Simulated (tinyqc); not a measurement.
# Undoped symmetric double-gate MOSFET, analytic potential model: several studies

An undoped body of thickness ts between two equal insulators and tied gates; long channel, electrons only, n = ni exp((psi - V)/Vt) with V the quasi-Fermi potential (0 at the source, Vd at the drain), constant mobility, no quantisation. Across the body psi(x) = V - 2 Vt ln[(ts/(2 beta)) sqrt(q ni/(2 eps0 eps_r Vt)) cos(2 beta x/ts)], x from the centre. Q is the electron charge per area of the whole body.

Inputs (values chosen for the exercise); material values those of a made-up semiconductor:
- T = 300 K (temperature)
- Eg = 1.1 eV (band gap)
- eps_r = 13.4 (relative permittivity of the semiconductor)
- Nc = 3.42e19 cm^-3 (conduction-band density of states at T)
- Nv = 3.29e19 cm^-3 (valence-band density of states at T)
- eox = 7.48 (relative permittivity of the gate insulator)
- tox = 1.9 nm (insulator thickness)
- ts = 15 nm (body thickness)
- dphi = -0.1 V (gate work function less that of the intrinsic body)
- mu = 120 cm^2/(V s) (channel mobility)
- L = 1 um (gate length)
- Vd = 0.1 V (drain voltage)

Constants: q = 1.602176634e-19 C, kB = 1.380649e-23 J/K, Vt = kB T/q, eps0 = 8.8541878128e-14 F/cm where lengths are in cm. Results are converted to the units shown.

Each table varies one quantity; the others keep the values above.

## Effect of the body thickness

ni = sqrt(Nc Nv) exp(-Eg/(2 Vt)), Eg in volts; r = eps_r tox/(eox ts); V0 = dphi + 2 Vt ln[(2/ts) sqrt(2 eps0 eps_r Vt/(q ni))]. beta (between 0 and pi/2) solves (Vg - V0 - V)/(2 Vt) = ln(beta) - ln(cos beta) + 2 r beta tan(beta). Q = 8 eps0 eps_r Vt beta tan(beta)/ts; I = mu (1/L)(4 eps0 eps_r/ts)(2 Vt)^2 [g(beta_s) - g(beta_d)] per width, g = beta tan(beta) - beta^2/2 + r beta^2 tan^2(beta), with beta_s at V = 0 and beta_d at V = Vd.  I(low) is taken at Vg = 0.1 V, Qs and I(high) at Vg = 0.85 V.

Effect of the body thickness:

| ts (nm) | V0 (V) | I(low) (nA/um) | Qs(high) (nC/cm^2) | I(high) (uA/um) |
|---|---|---|---|---|
| 5 | 0.4060 | 0.01077 | 2497 | 26.32 |
| 7 | 0.3886 | 0.01507 | 2501 | 26.38 |
| 9.8 | 0.3713 | 0.02110 | 2504 | 26.42 |
| 14 | 0.3528 | 0.03014 | 2506 | 26.45 |
| 19 | 0.3370 | 0.04091 | 2506 | 26.46 |
| 27 | 0.3189 | 0.05813 | 2507 | 26.46 |
| 38 | 0.3012 | 0.08180 | 2507 | 26.47 |

As ts goes from 5 to 38 nm, I(low) rises from 0.0108 to 0.0818 nA/um and I(high) rises from 26.3 to 26.5 uA/um. On average I(low) goes as ts^(1.00) and I(high) goes as ts^(0.00). Below threshold the charge is proportional to the cross-section of the body; above it the insulator sets the charge. In every row the surface density at the source at the higher gate voltage passes 0.3 Nc, where Boltzmann statistics fail. At ts = 5 nm the body is thin enough for quantum confinement, left out here, to raise the threshold.

## Effect of the gate work function less that of the intrinsic body

Same model as above.

Effect of the gate work function less that of the intrinsic body:

| dphi (V) | V0 (V) | I(low) (nA/um) | Qs(high) (nC/cm^2) | I(high) (uA/um) |
|---|---|---|---|---|
| -0.25 | 0.1992 | 10.51 | 3438 | 37.49 |
| -0.2 | 0.2492 | 1.542 | 3124 | 33.76 |
| -0.15 | 0.2992 | 0.2233 | 2813 | 30.08 |
| -0.1 | 0.3492 | 0.03230 | 2506 | 26.45 |
| -0.05 | 0.3992 | 0.004669 | 2203 | 22.89 |
| 0 | 0.4492 | 6.749e-4 | 1906 | 19.41 |
| 0.05 | 0.4992 | 9.756e-5 | 1616 | 16.04 |

As dphi goes from -0.25 to 0.05 V, I(low) falls from 10.5 to 9.76e-5 nA/um and I(high) falls from 37.5 to 16.0 uA/um. V0 rises from 0.199 to 0.499 V. In every row the surface density at the source at the higher gate voltage passes 0.3 Nc, where Boltzmann statistics fail.

## Output curve

Q = 8 eps0 eps_r Vt beta tan(beta)/ts; I = mu (1/L)(4 eps0 eps_r/ts)(2 Vt)^2 [g(beta_s) - g(beta_d)] per width, g = beta tan(beta) - beta^2/2 + r beta^2 tan^2(beta), with beta_s at V = 0 and beta_d at V = Vd.

In this table Vg = 0.98 V.

Results:

| Vd (V) | Qd (nC/cm^2) | Qd/Qs | I (uA/um) |
|---|---|---|---|
| 0.13 | 2506 | 0.7565 | 45.35 |
| 0.24 | 1847 | 0.5578 | 74.05 |
| 0.35 | 1225 | 0.3700 | 94.28 |
| 0.46 | 667.1 | 0.2014 | 106.7 |
| 0.57 | 230.4 | 0.06956 | 112.4 |
| 0.68 | 20.11 | 0.006071 | 113.8 |
| 0.79 | 0.3445 | 1.040e-4 | 113.8 |
| 1.01 | 6.963e-5 | 2.102e-8 | 113.8 |

Estimate the missing row, Vd = 0.9 V.

Computed row:

| Vd (V) | Qd (nC/cm^2) | Qd/Qs | I (uA/um) |
|---|---|---|---|
| 0.9 | 0.004905 | 1.481e-6 | 113.8 |

With this row back in the table: The current rises from 45.3 to 114 uA/um, while the charge at the drain end falls from 0.76 to 2.1e-8 of that at the source. The current first comes within 1 % of its last value at Vd = 0.68 V among the rows. Over the last rows Qd falls by a factor of e for each Vt of drain voltage: the drain end is in weak inversion. In every row the surface density at the source passes 0.3 Nc, where Boltzmann statistics fail.

Numbers from tinyqc (`OMP_NUM_THREADS=1 python tinyqc.py 2440124 2440125 out.jsonl`; about 0.01 s on one thread of a shared Intel Xeon 2.30GHz).
